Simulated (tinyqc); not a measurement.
Ellipsometry and reflectance of a transparent film on an absorbing substrate: one step of the calculation.

Air (index 1), film, substrate with N2 = n2 - i k2; time factor exp(+i w t). q_j = sqrt(N_j^2 - sin^2 th), root with positive real part. Fresnel coefficients r_s = (q_a - q_b)/(q_a + q_b), r_p = (N_b^2 q_a - N_a^2 q_b)/(N_b^2 q_a + N_a^2 q_b). tan(Psi) exp(i Delta) = R_p/R_s, Delta taken from 0 to 360 degrees.

Problem. Psi, Delta and reflectances. beta = 2 pi d q1/lam, X = exp(-2 i beta), R = (r01 + r12 X)/(1 + r01 r12 X) for p and s.

Inputs (values chosen for the exercise):
```
symbol  value  unit         meaning
lam     632.8    nm      wavelength
d          26    nm  film thickness
```

q1 = 2.2333622
r01,p = -0.053140359
r01,s = -0.73439273
r12,p = 0.20698972-0.00219654i
r12,s = -0.25554338+0.00242974i

Give: beta; X; R_p; R_s; Psi; Delta; |R_p|^2; |R_s|^2.

Solution.

beta = 0.5766 rad
X = 0.4056-0.9140i
R_p = 0.0270-0.1912i
R_s = -0.7925+0.0912i
Psi = 13.61 degrees
Delta = 104.6 degrees
|R_p|^2 = 0.03728
|R_s|^2 = 0.6364

The bare substrate gives Psi = 10.57 and Delta = 179.23 degrees.

tinyqc, about 0.2 s, one thread, Intel Xeon 2.30GHz (shared host): `OMP_NUM_THREADS=1 python tinyqc.py 2870225 2870226 out.jsonl`
